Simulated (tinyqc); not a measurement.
The weight eta from points of equal mobility.

Inverse problem. If the mobility depends on E = q (Ndep + eta Ns)/(eps0 eps_r) alone, two points of equal mobility on its falling branch have equal E. Find eta and E.

Parameters, values chosen for the exercise: relative permittivity of the semiconductor eps_r = 11.7.

Constants: q = 1.602176634e-19 C, eps0 = 8.8541878128e-14 F/cm where lengths are in cm. Results are converted to the units shown.

Ndep at two body biases (cm^-2): [3.0584006e12, 4.9284763e12]
Ns at which the mobility is the same (cm^-2): [2e13, 1.4656927e13]

Solution. eta is the ratio of the differences of Ndep and Ns.

eta = 0.350
E = 1.56 MV/cm

tinyqc, about 0.01 s, one thread, Intel Xeon 2.30GHz (shared host): `OMP_NUM_THREADS=1 python tinyqc.py 2510052 2510053 out.jsonl`
